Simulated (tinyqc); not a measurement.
# MOSFET in the linear regime without short-channel effects, parameter extraction from computed curves: effects of single changes

Inversion charge Q = Cox n Vt W0(exp((Vg - VT)/(n Vt))), W0 the Lambert function and n = nf; u = Q/Cox; mobility mu = mu0/(1 + th1 u + th2 u^2); channel resistance Rch = (L - dL)/(W mu Q); Id = Vd/(Rch + Rsd/W). Cox = eps0 eox/tox. Small Vd, no channel-length or drain effects.

Values chosen for this exercise; channel values of the order met in silicon transistors: temperature T = 77 K; relative permittivity of the gate insulator (close to aluminium oxide) eox = 8.77; insulator thickness tox = 5.2 nm; low-field mobility mu0 = 330 cm^2/(V s); first mobility attenuation factor th1 = 0.44 1/V; second mobility attenuation factor th2 = 0 1/V^2; threshold voltage VT = 0.23 V; body factor nf = 1.31; gate width W = 0.5 um; drawn gate length L = 1.1 um; drawn less effective length dL = 0.011 um; source plus drain resistance Rsd = 160 ohm um; drain voltage Vd = 0.02 V.

Constants: q = 1.602176634e-19 C, kB = 1.380649e-23 J/K, Vt = kB T/q, eps0 = 8.8541878128e-14 F/cm where lengths are in cm. Results are converted to the units shown.

Each table varies one quantity; the others keep the values above.

## Extraction methods against the source plus drain resistance

From the continuous curve Id(Vg): tangent at peak gm (V_ext = Vg - Id/gm); constant current Id = 0.1 uA W/L; peak of d2Id/dVg2; Y = Id/sqrt(gm) drawn through Vg = VT + 0.6 and VT + 0.8 V, with intercept VT_Y and slope s. Mobilities gm,max L/(W Cox Vd) and s^2 L/(W Cox Vd) with the drawn L. Last column: share of Rsd/W in the total resistance at VT + 0.8 V.

Results:

| Rsd (ohm um) | V_ext (V) | constant current (V) | second derivative (V) | VT_Y (V) | mobility from gm (cm^2/(V s)) | mobility from Y (cm^2/(V s)) | series share (%) |
|---|---|---|---|---|---|---|---|
| 0 | 0.238 | 0.241 | 0.228 | 0.254 | 281 | 325 | 0 |
| 50 | 0.238 | 0.241 | 0.228 | 0.254 | 280 | 325 | 1.27 |
| 100 | 0.237 | 0.241 | 0.228 | 0.254 | 279 | 325 | 2.52 |
| 200 | 0.237 | 0.241 | 0.228 | 0.254 | 277 | 325 | 4.91 |
| 400 | 0.236 | 0.241 | 0.228 | 0.254 | 273 | 325 | 9.35 |
| 1500 | 0.233 | 0.242 | 0.228 | 0.254 | 256 | 325 | 27.9 |

Estimate the missing row, Rsd = 800 ohm um.

Computed row:

| Rsd (ohm um) | V_ext (V) | constant current (V) | second derivative (V) | VT_Y (V) | mobility from gm (cm^2/(V s)) | mobility from Y (cm^2/(V s)) | series share (%) |
|---|---|---|---|---|---|---|---|
| 800 | 0.235 | 0.241 | 0.228 | 0.254 | 266 | 325 | 17.1 |

With this row back in the table: The model has VT = 0.23 V and mu0 = 330 cm^2/(V s). Over the table the extracted thresholds move by 4.3 mV (tangent), under 0.5 mV (constant current), under 0.5 mV (second derivative), under 0.5 mV (Y function). The mobility from gm falls from 281 to 256 and that from Y stays near 325 cm^2/(V s). Y cancels the series resistance, which multiplies Id and sqrt(gm) by the same factor.

## Extraction methods against the body factor

Same model as above.

Results:

| nf | V_ext (V) | constant current (V) | second derivative (V) | VT_Y (V) | mobility from gm (cm^2/(V s)) | mobility from Y (cm^2/(V s)) | series share (%) |
|---|---|---|---|---|---|---|---|
| 1 | 0.236 | 0.243 | 0.229 | 0.251 | 284 | 327 | 3.99 |
| 1.1 | 0.237 | 0.242 | 0.229 | 0.252 | 282 | 326 | 3.98 |
| 1.3 | 0.237 | 0.241 | 0.228 | 0.254 | 278 | 325 | 3.97 |
| 1.4 | 0.237 | 0.241 | 0.228 | 0.255 | 276 | 324 | 3.96 |
| 1.5 | 0.237 | 0.240 | 0.228 | 0.257 | 274 | 323 | 3.95 |
| 1.6 | 0.238 | 0.240 | 0.228 | 0.258 | 273 | 323 | 3.94 |
| 1.7 | 0.238 | 0.239 | 0.228 | 0.259 | 271 | 322 | 3.93 |

Estimate the missing row, nf = 1.2.

Computed row:

| nf | V_ext (V) | constant current (V) | second derivative (V) | VT_Y (V) | mobility from gm (cm^2/(V s)) | mobility from Y (cm^2/(V s)) | series share (%) |
|---|---|---|---|---|---|---|---|
| 1.2 | 0.237 | 0.242 | 0.229 | 0.253 | 280 | 325 | 3.97 |

With this row back in the table: The model has VT = 0.23 V and mu0 = 330 cm^2/(V s). Over the table the extracted thresholds move by 1.3 mV (tangent), 4.0 mV (constant current), 1.0 mV (second derivative), 8.1 mV (Y function). The mobility from gm falls from 284 to 271 and that from Y falls from 327 to 322 cm^2/(V s).

Numbers from tinyqc (`OMP_NUM_THREADS=1 python tinyqc.py 2210159 2210160 out.jsonl`; about 0.01 s on one thread of a shared Intel Xeon 2.30GHz).
